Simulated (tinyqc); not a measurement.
Central-cell correction: shallow acceptor in the spherical four-band model.

The ground state 1S3/2 has an L = 0 part f(r) and an L = 2 part g(r). In units of Ry* and a*, with Gaussians f_i = exp(-a_i r^2), g_i = r^2 exp(-a_i r^2), A = a_i + a_j and I(n) = Gamma((n + 1)/2)/(2 A^((n + 1)/2)): S_ff = I(2), S_gg = I(6), H_ff = (6 a_i a_j/A) I(2) - 2 I(1), H_gg = (14 a_i a_j/A) I(6) - 2 I(5), H_fg = -mu [15 I(2) - 20 a_j I(4) + 4 a_j^2 I(6)]; each function is then normalised. The split-off band is left out.

Converged values use 22 exponents 2.2^i, i = -7 to 14, for f and for g.

Parameters, chosen for this exercise (out of a larger set: near those of a shallow acceptor in GaAs; not measured data): rc = 2.1 angstrom (radius of the central cell); Vs = (3, 1, 0, -1, -2, -3, -4) eV (central-cell strengths).

mu = 0.74319
Ry* = 12.2955 meV
a* = 46.473 angstrom

A short-range term V exp(-r^2/rc^2) is added (negative: attracts the hole); its elements are V S (A/(A + 1/rc^2))^(3/2) for f and ^(7/2) for g, in the same units.

Results:

| V (eV) | 1S binding (meV) | 2S binding (meV) | <r> (angstrom) | L = 2 weight |
|---|---|---|---|---|
| 3.0 | 23.1 | 7.25 | 40.5 | 0.249 |
| 1.0 | 24.6 | 7.46 | 38.1 | 0.252 |
| 0.0 | 25.8 | 7.62 | 36.3 | 0.254 |
| -1.0 | 27.6 | 7.85 | 34.1 | 0.257 |
| -2.0 | 30.5 | 8.18 | 31.0 | 0.260 |
| -3.0 | 35.6 | 8.70 | 26.8 | 0.265 |
| -4.0 | 45.7 | 9.51 | 21.6 | 0.270 |

From V = 0 to -4 eV the 1S binding grows by 19.9 meV (77 %) and the 2S binding by 1.88 meV, so the chemical shift sits mainly in the ground state. A repulsion of 3 eV removes 2.7 meV. The slope is 10.05 meV per eV over the last step against 0.90 on the repulsive side, since attraction pulls the state into the cell: the route from a shallow to a deep level.

Computed by tinyqc, a small Python program: `OMP_NUM_THREADS=1 python tinyqc.py 1250863 1250864 out.jsonl` (the numbers bound the seed that draws the inputs); one thread of a shared host (Intel(R) Xeon(R) Processor @ 2.30GHz), about 0.07 s for the whole set of steps.
